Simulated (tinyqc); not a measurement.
Pariser-Parr-Pople SCF with singles CI, for the molecule [CH2+]c1ccccc1 (SMILES; centres numbered as the heavy atoms are written), step by step. One step of it, computed by the program tinyqc.

Problem. Iteration 2: Fock matrix. F_rr = H_rr + P_rr gamma_rr / 2 + sum_(s != r) P_ss gamma_rs; F_rs = H_rs - P_rs gamma_rs / 2; E = tr P (H + F) / 2 + core repulsion sum_(r<s) z_r z_s gamma_rs.

P after iteration 1, order 1C, 2C, 3C, 4C, 5C, 6C, 7C:
```
[[0.447570, 0.662240, 0.271771, -0.119969, -0.279490, -0.119969, 0.271771],
 [0.662240, 1.039895, 0.504719, -0.009217, -0.216772, -0.009217, 0.504719],
 [0.271771, 0.504719, 0.857755, 0.714269, 0.165375, -0.284702, -0.174306],
 [-0.119969, -0.009217, 0.714269, 0.988020, 0.626732, 0.020081, -0.284702],
 [-0.279490, -0.216772, 0.165375, 0.626732, 0.820985, 0.626732, 0.165375],
 [-0.119969, -0.009217, -0.284702, 0.020081, 0.626732, 0.988020, 0.714269],
 [0.271771, 0.504719, -0.174306, -0.284702, 0.165375, 0.714269, 0.857755]]
```

core matrix H (eV), order 1C, 2C, 3C, 4C, 5C, 6C, 7C:
```
[[-39.810081, -2.390000, 0.000000, 0.000000, 0.000000, 0.000000, 0.000000],
 [-2.390000, -48.971449, -2.390000, 0.000000, 0.000000, 0.000000, -2.390000],
 [0.000000, -2.390000, -46.658228, -2.390000, 0.000000, 0.000000, 0.000000],
 [0.000000, 0.000000, -2.390000, -45.088855, -2.390000, 0.000000, 0.000000],
 [0.000000, 0.000000, 0.000000, -2.390000, -44.694143, -2.390000, 0.000000],
 [0.000000, 0.000000, 0.000000, 0.000000, -2.390000, -45.088855, -2.390000],
 [0.000000, -2.390000, 0.000000, 0.000000, 0.000000, -2.390000, -46.658228]]
```

repulsion gamma_rs (eV), order 1C, 2C, 3C, 4C, 5C, 6C, 7C:
```
[[11.130000, 7.553862, 5.239602, 3.670230, 3.276555, 3.670230, 5.239602],
 [7.553862, 11.130000, 7.554960, 5.239602, 4.668463, 5.239602, 7.554960],
 [5.239602, 7.554960, 11.130000, 7.553862, 5.239602, 4.669500, 5.240702],
 [3.670230, 5.239602, 7.553862, 11.130000, 7.554960, 5.240702, 4.669500],
 [3.276555, 4.668463, 5.239602, 7.554960, 11.130000, 7.554960, 5.239602],
 [3.670230, 5.239602, 4.669500, 5.240702, 7.554960, 11.130000, 7.553862],
 [5.239602, 7.554960, 5.240702, 4.669500, 5.239602, 7.553862, 11.130000]]
```

Centres (angstrom, eV; a flat drawing with bonds scaled to 1.40 angstrom):
```
centre          x          y  core charge z          W   gamma_rr
1C       2.400000   0.000000              1  11.160000  11.130000
2C       1.000000   0.000000              1  11.160000  11.130000
3C       0.300000   1.212000              1  11.160000  11.130000
4C      -1.100000   1.212000              1  11.160000  11.130000
5C      -1.800000   0.000000              1  11.160000  11.130000
6C      -1.100000  -1.212000              1  11.160000  11.130000
7C       0.300000  -1.212000              1  11.160000  11.130000
```

Give: F; pi energy.

Solution.

F (eV), order 1C, 2C, 3C, 4C, 5C, 6C, 7C:
```
[[-10.5330, -4.8912, -0.7120, 0.2202, 0.4579, 0.2202, -0.7120],
 [-4.8912, -12.6565, -4.2966, 0.0241, 0.5060, 0.0241, -4.2966],
 [-0.7120, -4.2966, -10.8096, -5.0877, -0.4332, 0.6647, 0.4567],
 [0.2202, 0.0241, -5.0877, -10.6341, -4.7575, -0.0526, 0.6647],
 [0.4579, 0.5060, -0.4332, -4.7575, -9.8867, -4.7575, -0.4332],
 [0.2202, 0.0241, 0.6647, -0.0526, -4.7575, -10.6341, -5.0877],
 [-0.7120, -4.2966, 0.4567, 0.6647, -0.4332, -5.0877, -10.8096]]
```

pi energy = -83.1315 eV
